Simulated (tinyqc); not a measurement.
Surface segregation during layer-by-layer epitaxy: two-layer exchange kinetics and the shape of quantum wells and delta layers: one step, computed by the program tinyqc. Command: `OMP_NUM_THREADS=1 python tinyqc.py 3017977 3017978 out.jsonl mbeseg walk`. One thread of a shared host (Intel(R) Xeon(R) Processor @ 2.30GHz), about 0.01 s of CPU time with the checks.

Atoms A and B exchange only between the growing layer and the one below it. B is supplied for N layers, then pure A follows.

Task: Exchange rates. p1 = nu exp(-E1/(k_B T)) (B up, A down), p2 = nu exp(-(E1 + E_s)/(k_B T)) (B down); time per layer tau = 1/G; K = p1/p2. Temperatures in kelvin are T(C) + 273.15. Dilute equilibrium share passed up per layer R_eq = K/(1 + K).

Inputs (values chosen for the exercise, close to those used for antimony in silicon): barrier E1 for B to move up = 1.82 eV; segregation energy E_s = 0.6 eV; attempt frequency nu = 1 THz; growth rate G = 0.23 layers/s; temperature T = 340 C.

Constants: k_B = 8.617333262e-05 eV/K.

Give: p1; p2; p1 tau; K; R_eq.

Result:

p1 = 0.001098 1/s

p2 = 1.285e-08 1/s

p1 tau = 0.004773

K = 85446

R_eq = 1.0000

Exchange is slow against growth: segregation is kinetically frozen.
